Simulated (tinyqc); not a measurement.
Inside a calculation. Method: CIS on RHF in the sto-6g basis, for H2, spin multiplicity 1. One step of it, computed by the program tinyqc.

Problem. CIS matrix, singlets. A(ia,jb) = (e_a - e_i) d_ij d_ab + 2 (ia|jb) - (ij|ab).

orbital energies (hartree): MO1 -0.561082, MO2 0.614656

Two-electron integrals over orbitals (pq|rs), unique and non-zero (hartree):
```
(11|11) 0.664396   (21|21) 0.184577   (22|11) 0.655080   (22|22) 0.689179
```

Give: CIS matrix A, singlet.

Solution.

CIS matrix A, singlet (hartree), order 1>2:
$$\begin{pmatrix}
0.8898
\end{pmatrix}$$
